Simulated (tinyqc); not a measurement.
Worked calculation: one-electron ion in a basis of Gaussians. One step of it, computed by the program tinyqc.

Question. Generalised eigenproblem. Solve H C = S C e through S^(-1/2); each column has its largest component positive (the first on a tie).

H = T + V (hartree):
```
           1          2
1  -1.339157  -1.363277
2  -1.363277  -1.524206
```

S:
```
          1         2
1  1.000000  0.932989
2  0.932989  1.000000
```

Give: eigenvalues of S; eigenvalues; coefficients.

Answer.

eigenvalues of S: 0.067  1.933

eigenvalues (hartree): -1.567  -0.900

coefficients:
```
        1       2
1  -0.703   2.688
2   1.624  -2.255
```

For Z = 6 and l = 2 the exact lowest level is -Z^2/(2 n^2) with n = l + 1: -2.000000 hartree.
